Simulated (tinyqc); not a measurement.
# Minority carriers and saturation current of a heavily doped emitter: effect of the doping

n-type, parabolic bands, full ionisation. eta = (EF - Ec)/kB T solves N = Nc F12(eta), F12(x) = (2/sqrt(pi)) int_0^infinity sqrt(u)/(1 + exp(u - x)) du. The gap shrinks rigidly by dEg = a3 y^(1/3) + a4 y^(1/4) + a2 y^(1/2), y = N/1e18 cm^-3, an empirical law that is here taken as the true narrowing.

ni = sqrt(Nc Nv) exp(-Eg/(2 Vt)), Eg in volts; degeneracy factor g = F12(eta) exp(-eta); nie^2 = ni^2 exp(dEg/kB T) g, p0 = nie^2/N; apparent narrowing dEg + kB T ln g. 1/tau = Cn N^2 + 1/ts, D = mup Vt, L = sqrt(D tau); J0 = (q p0 D/L)(s + tanh(W/L))/(1 + s tanh(W/L)), s = S L/D; the share recombining inside is 1 - 1/[cosh(W/L)(1 + tanh(W/L)/s)]. The mobility is held fixed.

Values chosen for this exercise; band and dielectric values close to those of silicon: temperature T = 400 K; band gap Eg = 1.13 eV; conduction-band density of states at 400 K Nc = 4.34e19 cm^-3; valence-band density of states at 400 K Nv = 4e19 cm^-3; coefficient of (N/1e18)^(1/3) a3 = 16 meV; coefficient of (N/1e18)^(1/4) a4 = 9 meV; coefficient of (N/1e18)^(1/2) a2 = 3.6 meV; minority-hole mobility mup = 250 cm^2/(V s); Auger coefficient Cn = 1.9e-31 cm^6/s; defect lifetime ts = 0.25 us; emitter width W = 880 nm; recombination velocity at the contact S = 2.5e6 cm/s.

Constants: q = 1.602176634e-19 C, kB = 1.380649e-23 J/K, Vt = kB T/q. Results are converted to the units shown.

Effect of the doping:

| N (cm^-3) | apparent narrowing (meV) | p0 (cm^-3) | L (nm) | J0 (fA/cm^2) | share inside (%) |
|---|---|---|---|---|---|
| 8.2e17 | 26.57 | 2.649e7 | 1.445e4 | 4.005e8 | 0.1997 |
| 1.7e18 | 33.59 | 1.567e7 | 1.376e4 | 2.369e8 | 0.2200 |
| 3.3e18 | 41.57 | 1.017e7 | 1.192e4 | 1.539e8 | 0.2933 |
| 6.6e18 | 51.84 | 6.851e6 | 8378 | 1.038e8 | 0.5919 |
| 1.3e19 | 64.06 | 4.958e6 | 4885 | 7.573e7 | 1.724 |
| 2.7e19 | 79.70 | 3.759e6 | 2459 | 5.934e7 | 6.528 |
| 5.3e19 | 95.96 | 3.068e6 | 1266 | 5.411e7 | 21.38 |
| 1.1e20 | 113.7 | 2.473e6 | 611.7 | 6.174e7 | 57.23 |
| 2.1e20 | 126.1 | 1.854e6 | 320.6 | 8.038e7 | 88.43 |
| 4.3e20 | 128.6 | 9.751e5 | 156.6 | 8.596e7 | 99.41 |

The apparent narrowing rises from 26.6 to 129 meV. p0 goes as N^(-0.72) between the first two rows and N^(-0.90) between the last two (-1 without narrowing or degeneracy), and J0 goes from 4.01e8 through a minimum of 5.41e7 (at N = 5.3e19 cm^-3 among the rows listed) to 8.60e7 fA/cm^2. Past the minimum Auger recombination shortens L faster than p0 falls.

Range of the model: Band tails, non-parabolic bands and incomplete ionisation are left out.

Numbers from tinyqc (`OMP_NUM_THREADS=1 python tinyqc.py 2330038 2330039 out.jsonl`; about 0.01 s on one thread of a shared Intel Xeon 2.30GHz).
